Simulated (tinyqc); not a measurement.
Worked calculation (part 2 of 2): UHF in the sto-3g basis, for Be+, spin multiplicity 2. Computed by tinyqc, a small Python program that keeps every step (integrals from PySCF). Command: `OMP_NUM_THREADS=1 python tinyqc.py 29896 29897 out.jsonl` (the two numbers bound the seeds that draw the settings). One thread of a shared host (Intel(R) Xeon(R) Processor @ 2.60GHz), about 0.06 s of CPU time with the checks.

Geometry (angstrom):

| atom | x | y | z |
|---|---|---|---|
| Be | 0.00000 | 0.00000 | 0.00000 |

## Iteration 3: diagonalisation and new density

extrapolated F(alpha) (hartree):
```
           1Be 1s    1Be 2s   1Be 2px   1Be 2py   1Be 2pz
1Be 1s   -5.05635  -1.40737   0.00184  -0.00307  -0.00924
1Be 2s   -1.40737  -0.98489  -0.01432   0.02427   0.07209
1Be 2px   0.00184  -0.01432  -0.18678   0.00162   0.00490
1Be 2py  -0.00307   0.02427   0.00162  -0.18914  -0.00861
1Be 2pz  -0.00924   0.07209   0.00490  -0.00861  -0.21069
```

extrapolated F(beta) (hartree):
```
           1Be 1s    1Be 2s   1Be 2px   1Be 2py   1Be 2pz
1Be 1s   -5.01213  -1.41592   0.00213  -0.00339  -0.01057
1Be 2s   -1.41592  -0.63898   0.00847  -0.01475  -0.04295
1Be 2px   0.00213   0.00847  -0.10375  -0.00027  -0.00062
1Be 2py  -0.00339  -0.01475  -0.00027  -0.10370   0.00115
1Be 2pz  -0.01057  -0.04295  -0.00062   0.00115  -0.10067
```

X:
```
                1        2        3        4        5
1Be 1s    0.82173  0.00000  0.00000  0.00000  0.63006
1Be 2s   -0.82173  0.00000  0.00000  0.00000  0.63006
1Be 2px   0.00000  1.00000  0.00000  0.00000  0.00000
1Be 2py   0.00000  0.00000  1.00000  0.00000  0.00000
1Be 2pz   0.00000  0.00000  0.00000  1.00000  0.00000
```

Diagonalise F' = X^T F X, C = X C', fill 2 alpha and 1 beta electrons from the bottom; D(s) = C_occ C_occ^T. Each column has its largest component positive (the first on a tie).

F' = X^T F X (alpha) (hartree):
```
          1         2         3         4         5
1  -2.17865   0.01329  -0.02247  -0.06683  -2.10795
2   0.01329  -0.18678   0.00162   0.00490  -0.00786
3  -0.02247   0.00162  -0.18914  -0.00861   0.01335
4  -0.06683   0.00490  -0.00861  -0.21069   0.03960
5  -2.10795  -0.00786   0.01335   0.03960  -3.51563
```

orbital energies (alpha) (hartree): MO1 -5.05856, MO2 -0.65150, MO3 -0.19888, MO4 -0.18614, MO5 -0.18580

coefficients C (alpha):
```
              MO1       MO2       MO3       MO4       MO5
1Be 1s    0.99377  -0.28549  -0.05591   0.00146   0.00000
1Be 2s    0.02304   1.01703   0.19315  -0.00502   0.00000
1Be 2px  -0.00031   0.03452  -0.17476   0.26792   0.94683
1Be 2py   0.00052  -0.05864   0.33263   0.92040  -0.19691
1Be 2pz   0.00155  -0.17383   0.90774  -0.28470   0.25444
```

F' = X^T F X (beta) (hartree):
```
          1         2         3         4         5
1  -1.90367  -0.00521   0.00933   0.02661  -2.26415
2  -0.00521  -0.10375  -0.00027  -0.00062   0.00668
3   0.00933  -0.00027  -0.10370   0.00115  -0.01143
4   0.02661  -0.00062   0.00115  -0.10067  -0.03372
5  -2.26415   0.00668  -0.01143  -0.03372  -3.36754
```

orbital energies (beta) (hartree): MO1 -5.01515, MO2 -0.26789, MO3 -0.10410, MO4 -0.10386, MO5 -0.08832

coefficients C (beta):
```
              MO1       MO2       MO3       MO4       MO5
1Be 1s    0.99294  -0.28456   0.00016   0.00000   0.07288
1Be 2s    0.02598   1.00054  -0.00040   0.00000  -0.26544
1Be 2px  -0.00048  -0.04691   0.26436   0.94683  -0.17727
1Be 2py   0.00076   0.08227   0.92689  -0.19691   0.30876
1Be 2pz   0.00236   0.23824  -0.26643   0.25444   0.89862
```

D(alpha) after iteration 3:
```
           1Be 1s    1Be 2s   1Be 2px   1Be 2py   1Be 2pz
1Be 1s    1.06908  -0.26745  -0.01016   0.01725   0.05117
1Be 2s   -0.26745   1.03488   0.03510  -0.05963  -0.17676
1Be 2px  -0.01016   0.03510   0.00119  -0.00202  -0.00600
1Be 2py   0.01725  -0.05963  -0.00202   0.00344   0.01020
1Be 2pz   0.05117  -0.17676  -0.00600   0.01020   0.03022
```

D(beta) after iteration 3:
```
           1Be 1s    1Be 2s   1Be 2px  1Be 2py  1Be 2pz
1Be 1s    0.98593   0.02580  -0.00047  0.00076  0.00234
1Be 2s    0.02580   0.00068  -0.00001  0.00002  0.00006
1Be 2px  -0.00047  -0.00001   0.00000  0.00000  0.00000
1Be 2py   0.00076   0.00002   0.00000  0.00000  0.00000
1Be 2pz   0.00234   0.00006   0.00000  0.00000  0.00001
```

## Iteration 4: building the Fock matrix

core Hamiltonian H = T + V (hartree):
```
           1Be 1s    1Be 2s   1Be 2px   1Be 2py   1Be 2pz
1Be 1s   -7.86712  -1.93226   0.00000   0.00000   0.00000
1Be 2s   -1.93226  -2.10216   0.00000   0.00000   0.00000
1Be 2px   0.00000   0.00000  -1.63416   0.00000   0.00000
1Be 2py   0.00000   0.00000   0.00000  -1.63416   0.00000
1Be 2pz   0.00000   0.00000   0.00000   0.00000  -1.63416
```

Two-electron integrals (ij|kl) in chemists' order, unique and non-zero (hartree):
```
(11|11) 2.29883   (21|11) 0.39204   (21|21) 0.07954   (22|11) 0.57099
(22|21) 0.14304   (22|22) 0.41768   (31|31) 0.01461   (32|31) 0.02189
(32|32) 0.09226   (33|11) 0.56958   (33|21) 0.14308   (33|22) 0.41759
(33|33) 0.44986   (41|41) 0.01461   (42|41) 0.02189   (42|42) 0.09226
(43|43) 0.02425   (44|11) 0.56958   (44|21) 0.14308   (44|22) 0.41759
(44|33) 0.40136   (44|44) 0.44986   (51|51) 0.01461   (52|51) 0.02189
(52|52) 0.09226   (53|53) 0.02425   (54|54) 0.02425   (55|11) 0.56958
(55|21) 0.14308   (55|22) 0.41759   (55|33) 0.40136   (55|44) 0.40136
(55|55) 0.44986
```

nuclear repulsion = 0 hartree

J_ij = sum D_kl (ij|kl) with D = D(alpha) + D(beta), K_ij = sum D_kl (ik|jl) for each spin; F = H + J - K(s); E = tr D H + tr D J / 2 - 0.5 sum_s tr D(s) K(s) + E_nn.

Coulomb J (hartree):
```
           1Be 1s    1Be 2s   1Be 2px   1Be 2py   1Be 2pz
1Be 1s    5.14580   0.92031   0.00123  -0.00208  -0.00617
1Be 2s    0.92031   1.55135   0.00601  -0.01021  -0.03026
1Be 2px   0.00123   0.00601   1.54782  -0.00010  -0.00029
1Be 2py  -0.00208  -0.01021  -0.00010   1.54793   0.00049
1Be 2pz  -0.00617  -0.03026  -0.00029   0.00049   1.54923
```

exchange K(alpha) (hartree):
```
           1Be 1s    1Be 2s   1Be 2px   1Be 2py   1Be 2pz
1Be 1s    2.33076   0.39393  -0.00015   0.00024   0.00073
1Be 2s    0.39393   0.44399   0.01622  -0.02756  -0.08168
1Be 2px  -0.00015   0.01622   0.10074  -0.00086  -0.00255
1Be 2py   0.00024  -0.02756  -0.00086   0.10170   0.00434
1Be 2pz   0.00073  -0.08168  -0.00255   0.00434   0.11310
```

exchange K(beta) (hartree):
```
           1Be 1s    1Be 2s   1Be 2px  1Be 2py  1Be 2pz
1Be 1s    2.28676   0.40340  -0.00028  0.00045  0.00138
1Be 2s    0.40340   0.08608  -0.00008  0.00014  0.00042
1Be 2px  -0.00028  -0.00008   0.01559  0.00000  0.00000
1Be 2py   0.00045   0.00014   0.00000  0.01559  0.00000
1Be 2pz   0.00138   0.00042   0.00000  0.00000  0.01560
```

F(alpha) (hartree):
```
           1Be 1s    1Be 2s   1Be 2px   1Be 2py   1Be 2pz
1Be 1s   -5.05209  -1.40587   0.00137  -0.00233  -0.00690
1Be 2s   -1.40587  -0.99480  -0.01021   0.01735   0.05142
1Be 2px   0.00137  -0.01021  -0.18708   0.00076   0.00226
1Be 2py  -0.00233   0.01735   0.00076  -0.18793  -0.00384
1Be 2pz  -0.00690   0.05142   0.00226  -0.00384  -0.19802
```

F(beta) (hartree):
```
           1Be 1s    1Be 2s   1Be 2px   1Be 2py   1Be 2pz
1Be 1s   -5.00808  -1.41535   0.00150  -0.00253  -0.00755
1Be 2s   -1.41535  -0.63689   0.00609  -0.01035  -0.03068
1Be 2px   0.00150   0.00609  -0.10193  -0.00010  -0.00029
1Be 2py  -0.00253  -0.01035  -0.00010  -0.10182   0.00049
1Be 2pz  -0.00755  -0.03068  -0.00029   0.00049  -0.10052
```

total energy of this density = -14.0927353 hartree

## Iteration 4: DIIS over 4 matrices

error matrix X^T (FDS - SDF) X (alpha):
```
          1         2         3         4         5
1   0.00000   0.00422  -0.00714  -0.02121  -0.00032
2  -0.00422   0.00000   0.00000   0.00000   0.00263
3   0.00714   0.00000   0.00000   0.00000  -0.00452
4   0.02121   0.00000   0.00000   0.00000  -0.01330
5   0.00032  -0.00263   0.00452   0.01330   0.00000
```

B (overlaps of the stored error matrices):
```
                1               2               3              4
1   4.4593171e-01   1.6366725e-01  -2.8394621e-02  1.5337904e-03
2   1.6366725e-01   9.7449863e-02  -1.5074140e-02  2.5335024e-03
3  -2.8394621e-02  -1.5074140e-02   6.3289337e-03  1.9541573e-03
4   1.5337904e-03   2.5335024e-03   1.9541573e-03  1.4711799e-03
```

Minimise |sum c_i e_i|^2 with sum c_i = 1: solve [B -1; -1 0][c; lambda] = [0; -1] with B_ij = tr e_i^T e_j summed over both spins, and take F = sum c_i F_i.

DIIS coefficients: 0.01702  -0.37317  -1.72576  3.08191

extrapolated F(alpha) (hartree):
```
           1Be 1s    1Be 2s   1Be 2px   1Be 2py   1Be 2pz
1Be 1s   -5.07274  -1.40581   0.00053  -0.00008  -0.00205
1Be 2s   -1.40581  -1.02359  -0.00142   0.00160   0.00652
1Be 2px   0.00053  -0.00142  -0.19620  -0.00099  -0.00273
1Be 2py  -0.00008   0.00160  -0.00099  -0.19787   0.00281
1Be 2pz  -0.00205   0.00652  -0.00273   0.00281  -0.18439
```

extrapolated F(beta) (hartree):
```
           1Be 1s    1Be 2s   1Be 2px   1Be 2py   1Be 2pz
1Be 1s   -5.02875  -1.41759   0.00029  -0.00009  -0.00114
1Be 2s   -1.41759  -0.64629   0.00053  -0.00230  -0.00377
1Be 2px   0.00029   0.00053  -0.10782  -0.00018   0.00040
1Be 2py  -0.00009  -0.00230  -0.00018  -0.10877  -0.00017
1Be 2pz  -0.00114  -0.00377   0.00040  -0.00017  -0.10929
```

## Iteration 4: diagonalisation and new density

As before.

F' = X^T F X (alpha) (hartree):
```
          1         2         3         4         5
1  -2.21795   0.00160  -0.00138  -0.00704  -2.09640
2   0.00160  -0.19620  -0.00099  -0.00273  -0.00056
3  -0.00138  -0.00099  -0.19787   0.00281   0.00095
4  -0.00704  -0.00273   0.00281  -0.18439   0.00281
5  -2.09640  -0.00056   0.00095   0.00281  -3.53625
```

orbital energies (alpha) (hartree): MO1 -5.07468, MO2 -0.67964, MO3 -0.19854, MO4 -0.19672, MO5 -0.18307

coefficients C (alpha):
```
              MO1       MO2       MO3       MO4       MO5
1Be 1s    0.99412  -0.28968  -0.00003   0.00000  -0.00489
1Be 2s    0.02180   1.03512   0.00035   0.00000   0.01605
1Be 2px  -0.00010   0.00327   0.23865   0.94683  -0.21575
1Be 2py   0.00001  -0.00339   0.96023  -0.19691   0.19793
1Be 2pz   0.00039  -0.01479  -0.14495   0.25444   0.95605
```

F' = X^T F X (beta) (hartree):
```
          1         2         3         4         5
1  -1.91757  -0.00020   0.00182   0.00216  -2.26897
2  -0.00020  -0.10782  -0.00018   0.00040   0.00052
3   0.00182  -0.00018  -0.10877  -0.00017  -0.00151
4   0.00216   0.00040  -0.00017  -0.10929  -0.00309
5  -2.26897   0.00052  -0.00151  -0.00309  -3.37837
```

orbital energies (beta) (hartree): MO1 -5.03160, MO2 -0.26445, MO3 -0.10932, MO4 -0.10877, MO5 -0.10768

coefficients C (beta):
```
              MO1       MO2       MO3       MO4       MO5
1Be 1s    0.99313  -0.29299   0.00698   0.00369   0.00000
1Be 2s    0.02532   1.03477  -0.02555  -0.01303   0.00000
1Be 2px  -0.00006  -0.00303  -0.23487   0.21986   0.94683
1Be 2py   0.00003   0.01514   0.11709   0.97329  -0.19691
1Be 2pz   0.00025   0.02300   0.96463  -0.06493   0.25444
```

D(alpha) after iteration 4:
```
           1Be 1s    1Be 2s   1Be 2px   1Be 2py   1Be 2pz
1Be 1s    1.07219  -0.27818  -0.00105   0.00099   0.00467
1Be 2s   -0.27818   1.07195   0.00338  -0.00351  -0.01530
1Be 2px  -0.00105   0.00338   0.00001  -0.00001  -0.00005
1Be 2py   0.00099  -0.00351  -0.00001   0.00001   0.00005
1Be 2pz   0.00467  -0.01530  -0.00005   0.00005   0.00022
```

D(beta) after iteration 4:
```
           1Be 1s   1Be 2s   1Be 2px  1Be 2py  1Be 2pz
1Be 1s    0.98631  0.02515  -0.00006  0.00003  0.00025
1Be 2s    0.02515  0.00064   0.00000  0.00000  0.00001
1Be 2px  -0.00006  0.00000   0.00000  0.00000  0.00000
1Be 2py   0.00003  0.00000   0.00000  0.00000  0.00000
1Be 2pz   0.00025  0.00001   0.00000  0.00000  0.00000
```

## Iteration 9 (converged): orbitals

converged F(alpha) (hartree):
```
           1Be 1s    1Be 2s   1Be 2px   1Be 2py   1Be 2pz
1Be 1s   -5.05315  -1.40479   0.00000   0.00000   0.00000
1Be 2s   -1.40479  -1.00460   0.00000   0.00000   0.00000
1Be 2px   0.00000   0.00000  -0.18851   0.00000   0.00000
1Be 2py   0.00000   0.00000   0.00000  -0.18851   0.00000
1Be 2pz   0.00000   0.00000   0.00000   0.00000  -0.18851
```

converged F(beta) (hartree):
```
           1Be 1s    1Be 2s   1Be 2px   1Be 2py   1Be 2pz
1Be 1s   -5.00790  -1.41556   0.00000   0.00000   0.00000
1Be 2s   -1.41556  -0.63720   0.00000   0.00000   0.00000
1Be 2px   0.00000   0.00000  -0.10170   0.00000   0.00000
1Be 2py   0.00000   0.00000   0.00000  -0.10170   0.00000
1Be 2pz   0.00000   0.00000   0.00000   0.00000  -0.10170
```

As before.

F' = X^T F X (alpha) (hartree):
```
          1         2         3         4         5
1  -2.19327   0.00000   0.00000   0.00000  -2.09609
2   0.00000  -0.18851   0.00000   0.00000   0.00000
3   0.00000   0.00000  -0.18851   0.00000   0.00000
4   0.00000   0.00000   0.00000  -0.18851   0.00000
5  -2.09609   0.00000   0.00000   0.00000  -3.52013
```

orbital energies (alpha) (hartree): MO1 -5.05527, MO2 -0.65813, MO3 -0.18851, MO4 -0.18851, MO5 -0.18851

coefficients C (alpha):
```
             MO1       MO2       MO3       MO4      MO5
1Be 1s   0.99384  -0.29066   0.00000   0.00000  0.00000
1Be 2s   0.02278   1.03523  -0.00001   0.00000  0.00000
1Be 2px  0.00000   0.00000  -0.16913   0.02088  0.98537
1Be 2py  0.00000   0.00000   0.36807   0.92878  0.04349
1Be 2pz  0.00000   0.00001   0.91429  -0.37004  0.16477
```

F' = X^T F X (beta) (hartree):
```
          1         2         3         4         5
1  -1.90010   0.00000   0.00000   0.00000  -2.26288
2   0.00000  -0.10170   0.00000   0.00000   0.00000
3   0.00000   0.00000  -0.10170   0.00000   0.00000
4   0.00000   0.00000   0.00000  -0.10170   0.00000
5  -2.26288   0.00000   0.00000   0.00000  -3.36487
```

orbital energies (beta) (hartree): MO1 -5.01093, MO2 -0.25404, MO3 -0.10170, MO4 -0.10170, MO5 -0.10170

coefficients C (beta):
```
             MO1       MO2       MO3      MO4       MO5
1Be 1s   0.99290  -0.29388   0.00000  0.00000   0.00000
1Be 2s   0.02614   1.03515   0.00000  0.00000   0.00001
1Be 2px  0.00000   0.00000   0.04512  0.98454  -0.16924
1Be 2py  0.00000   0.00000   0.92968  0.02062   0.36778
1Be 2pz  0.00000  -0.00001  -0.36558  0.17393   0.91438
```

D(alpha) after iteration 9:
```
           1Be 1s    1Be 2s  1Be 2px  1Be 2py  1Be 2pz
1Be 1s    1.07221  -0.27826  0.00000  0.00000  0.00000
1Be 2s   -0.27826   1.07221  0.00000  0.00000  0.00001
1Be 2px   0.00000   0.00000  0.00000  0.00000  0.00000
1Be 2py   0.00000   0.00000  0.00000  0.00000  0.00000
1Be 2pz   0.00000   0.00001  0.00000  0.00000  0.00000
```

D(beta) after iteration 9:
```
          1Be 1s   1Be 2s  1Be 2px  1Be 2py  1Be 2pz
1Be 1s   0.98585  0.02595  0.00000  0.00000  0.00000
1Be 2s   0.02595  0.00068  0.00000  0.00000  0.00000
1Be 2px  0.00000  0.00000  0.00000  0.00000  0.00000
1Be 2py  0.00000  0.00000  0.00000  0.00000  0.00000
1Be 2pz  0.00000  0.00000  0.00000  0.00000  0.00000
```

Within a degenerate level the vectors are fixed only up to a rotation; this is one choice.

## Convergence

Stop when the energy changes by less than 1e-08 hartree and every element of the error matrix X^T (F D S - S D F) X (for each spin) is below 3e-05.

Course of the cycle:

| iteration | E (hartree) | change | largest element of the error matrix |
|---|---|---|---|
| 1 | -3.9198326 | - | 2.76e-01 |
| 2 | -14.0671564 | -1.01e+01 | 1.95e-01 |
| 3 | -14.0882740 | -2.11e-02 | 4.03e-02 |
| 4 | -14.0927353 | -4.46e-03 | 2.12e-02 |
| 5 | -14.0978045 | -5.07e-03 | 3.34e-03 |
| 6 | -14.0978426 | -3.81e-05 | 1.40e-04 |
| 7 | -14.0978427 | -1.24e-07 | 9.94e-05 |
| 8 | -14.0978428 | -9.96e-08 | 2.38e-05 |
| 9 | -14.0978428 | -5.75e-09 | 1.02e-06 |

PySCF UHF in the same basis, after a stability check = -14.0978428 hartree

Converged in 9 iterations.

## Populations

overlap S:
```
          1Be 1s   1Be 2s  1Be 2px  1Be 2py  1Be 2pz
1Be 1s   1.00000  0.25952  0.00000  0.00000  0.00000
1Be 2s   0.25952  1.00000  0.00000  0.00000  0.00000
1Be 2px  0.00000  0.00000  1.00000  0.00000  0.00000
1Be 2py  0.00000  0.00000  0.00000  1.00000  0.00000
1Be 2pz  0.00000  0.00000  0.00000  0.00000  1.00000
```

Mulliken: Z minus the diagonal of D S on the atom; Loewdin: the same with S^(1/2) D S^(1/2).

Charges (e):

| atom | Mulliken | Loewdin | Mulliken spin |
|---|---|---|---|
| 1Be | 1.00000 | 1.00000 | 1.00000 |

<S^2> of the determinant (pure state: 0.75) = 0.75000
